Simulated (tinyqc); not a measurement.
Hot electrons in a saturated n-channel MOSFET, lucky-electron model: two steps of the calculation.

Beyond pinch-off the lateral field grows as Esat cosh(y/l) over the velocity-saturated region (pseudo-two-dimensional model). Impact ionisation in this region gives the substrate current, which biases the body forward through Rsub. Currents are per width. Local-field laws: they overstate ionisation when the field peak is narrower than an energy relaxation length.

Parameters, values chosen for the exercise; values close to those of silicon n-channel devices:
- L = 0.18 um (channel length)
- tox = 4 nm (oxide thickness)
- VT = 0.71 V (threshold)
- vs = 9.7e6 cm/s (saturation velocity)
- Ai = 2e6 1/cm (ionisation prefactor)
- Bi = 1.79 MV/cm (ionisation field)
- Rd = 0 ohm um (resistance of the lightly doped drain)
- Rsub = 4700 ohm um (substrate resistance)
- kb = 0.29 (fall of VT per volt of forward body bias)
- lm = 9.6 nm (hot-electron mean free path)
- pb = 3.2 V (oxide barrier)
- Cg = 0.0011 (prefactor of the gate current)
- m = 3 (lifetime exponent)
- Hl = 4900 s uA/um (lifetime constant)
- Vd = 1.6 V (drain voltage)
- Vg = 1.1 V (gate voltage)

Constants: eps0 = 8.8541878128e-14 F/cm where lengths are in cm. Results are converted to the units shown.

Problem 1. Body bias from the substrate current. Cox = 3.9 eps0/tox. Overdrive g = Vg - VT + kb Vb; Vdsat = g Esat L/(g + Esat L); Id = Cox vs (g - Vdsat); dV = Vd - Id Rd - Vdsat; Em = sqrt((dV/l)^2 + Esat^2); Isub = Id (Ai/Bi) l Em exp(-Bi/Em). Vb(new) = Rsub Isub.

Vb at the start = 0 V
l = 29.799329 nm
Esat = 0.064666667 MV/cm

Wanted: Vdsat; Id; dV; Em; Isub; Vb after iteration 1.

Solution 1.

Vdsat = 0.29212 V
Id = 81.960 uA/um
dV = 1.3079 V
Em = 0.44363 MV/cm
Isub = 2.1414 uA/um
Vb after iteration 1 = 0.010064 V

Problem 2. Gate current, lifetime and channel shortening. Ig = Cg Id exp(-pb/(lm Em)); lifetime tau = (Hl/Id)(Isub/Id)^(-m); length of the saturated region dL = l ln[(dV/l + Em)/Esat]. 1 year = 3.15576e7 s.

Id = 83.043115 uA/um
dV = 1.3062307 V
Em = 0.44308662 MV/cm
Isub = 2.1562276 uA/um
l = 29.799329 nm
Esat = 0.064666667 MV/cm

Find: Isub/Id; Ig; tau; dL.

Solution 2.

Isub/Id = 0.02597
Ig = 49.37 pA/um
tau = 0.1068 years
dL = 77.84 nm

The lifetime misses ten years.

Program tinyqc, `OMP_NUM_THREADS=1 python tinyqc.py 2550081 2550082 out.jsonl`; Intel Xeon 2.30GHz, shared host, one thread, about 0.01 s.
